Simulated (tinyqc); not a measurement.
AlGaN/GaN HEMT with access regions, lumped model: two steps of the calculation.

A polarisation-induced electron sheet under a Schottky gate, in series with two ungated access regions and contacts. Drift law v = mu E/(1 + mu E/vs) under the gate. Currents in mA/mm, resistances in ohm mm. No self-heating, no channel-length modulation; fits for polarisation, barrier and offset are chosen for the exercise.

Values chosen for this exercise; values close to those of AlGaN/GaN structures:
```
symbol,value,unit,meaning
x,0.19,,aluminium share of the barrier
d,25,nm,barrier thickness
eps_r,9.6,,relative permittivity of barrier and channel
mu,1500,cm^2/(V s),channel mobility
vs,1.2e7,cm/s,saturation velocity
Lg,1.5,um,gate length
Ls,2,um,source access length
Ld,12,um,drain access length
Rc,0.37,ohm mm,resistance of each contact
ft,0,,share of the drain-access electrons removed by traps
Vg,0,V,gate voltage
Vd,10,V,drain voltage
Ec,3.4,MV/cm,critical field
te,0.22,um,depth over which the depleted charge spreads
tf,300,nm,insulator under the field plate
ei,3.9,,relative permittivity of that insulator
```

Constants: q = 1.602176634e-19 C, eps0 = 8.8541878128e-14 F/cm where lengths are in cm. Results are converted to the units shown.

Task 1. Drain current. Access resistance R(L, n) = L/(q mu n sqrt(1 - (I/(q n vs))^2)); Rs = Rc + R(Ls, n0), Rd = Rc + R(Ld, (1 - ft) n0). Vg' = Vg - I Rs, Vd' = Vd - I (Rs + Rd); with u = Vg' - VT, Vc = vs Lg/mu and w the smaller of Vd' and Vc [sqrt(1 + 2 u/Vc) - 1] (0 if negative), the channel gives (mu Cb/Lg)(u w - w^2/2)/(1 + w/Vc). I(new) is that channel current.

I at the start = 440 mA/mm
VT = -3.9145402 V
Cb = 0.34000081 uF/cm^2
n0 = 8.3071168e12 cm^-2

Find: Rs; Rd; Vg'; Vd'; channel current; I after iteration 1.

Result 1.

Rs = 1.412 ohm mm
Rd = 6.623 ohm mm
Vg' = -0.6213 V
Vd' = 6.465 V
channel current = 586.1 mA/mm
I after iteration 1 = 586.1 mA/mm

Task 2. On-resistance and breakdown. sigma = (5e13 x + 1.6e13 x^2) cm^-2, phiB = 0.84 + 1.3 x, dEc = 0.7 (1.71 x + x^2) in volts, Cb = eps0 eps_r/d, VT = phiB - dEc - q sigma/Cb, access density n0 = -Cb VT/q. Ron = 2 Rc + Ls/(q mu n0) + Ld/(q mu (1 - ft) n0) + Lg/(mu Cb (Vg - VT)). Off state: a depleted stretch that holds the voltage V has the peak field sqrt(k V), k = 2 q n0/(eps0 eps_r te), so one edge holds V1 = Ec^2/k. The sheet under the plate pinches off at Vf = q n0 (1/Cb + tf/(eps0 ei)); beyond it the gate edge is screened. BV = V1 if Vf >= V1, else Vf + V1, and at most Ec Ld. Specific resistance Ron (Ls + Lg + Ld); figure of merit BV^2 over it.

Find: Ron; Vf; V1; BV; specific resistance; figure of merit.

Result 2.

Ron = 8.5039 ohm mm
Vf = 119.54 V
V1 = 81.210 V
BV = 81.210 V
specific resistance = 1.3181 mohm cm^2
figure of merit = 5.0035 MW/cm^2

The plate pinches off too late to screen the gate edge, so it adds nothing.

Numbers from tinyqc (`OMP_NUM_THREADS=1 python tinyqc.py 2570105 2570106 out.jsonl`; about 0.02 s on one thread of a shared Intel Xeon 2.30GHz).
